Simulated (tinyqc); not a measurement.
Scale length and barrier from the threshold roll-off.

Inverse problem. For L well above Lambda the threshold falls by 2 m sqrt(A (A + Vds)) exp(-pi L/(2 Lambda)), A being the height of the source potential over the barrier top; the two values follow this form. Find Lambda and A.

Parameters, values chosen for the exercise:
- m = 1 (long-channel body factor)
- Vds = 0.6 V (drain voltage)

threshold lowering at L = 23 and 36 nm (mV): 39.102595  6.3700411

Answer. The ratio of the two values gives Lambda; the prefactor gives A (A + Vds), a quadratic with one positive root.

Lambda = 11.25 nm
A = 0.2700 V

Numbers from tinyqc (`OMP_NUM_THREADS=1 python tinyqc.py 2420142 2420143 out.jsonl`; about 0.01 s on one thread of a shared Intel Xeon 2.30GHz).
